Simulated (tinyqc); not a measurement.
Surface segregation during layer-by-layer epitaxy: two-layer exchange kinetics and the shape of quantum wells and delta layers: one step, computed by the program tinyqc. Command: `OMP_NUM_THREADS=1 python tinyqc.py 3024891 3024892 out.jsonl mbeseg walk`. One thread of a shared host (Intel(R) Xeon(R) Processor @ 2.30GHz), about 0.01 s of CPU time with the checks.

Atoms A and B exchange only between the growing layer and the one below it. B is supplied for N layers, then pure A follows.

Problem. Exchange rates. p1 = nu exp(-E1/(k_B T)) (B up, A down), p2 = nu exp(-(E1 + E_s)/(k_B T)) (B down); time per layer tau = 1/G; K = p1/p2. Temperatures in kelvin are T(C) + 273.15. Dilute equilibrium share passed up per layer R_eq = K/(1 + K).

Inputs (values chosen for the exercise, close to those used for antimony in silicon):

| quantity | value | unit |
|---|---|---|
| barrier E1 for B to move up | 1.73 | eV |
| segregation energy E_s | 0.66 | eV |
| attempt frequency nu | 1 | THz |
| growth rate G | 0.71 | layers/s |
| temperature T | 410 | C |

Constants: k_B = 8.617333262e-05 eV/K.

Give: p1; p2; p1 tau; K; R_eq.

Solution.

p1 = 0.1727 1/s

p2 = 2.335e-06 1/s

p1 tau = 0.2433

K = 73960

R_eq = 1.0000

Exchange is slow against growth: segregation is kinetically frozen.
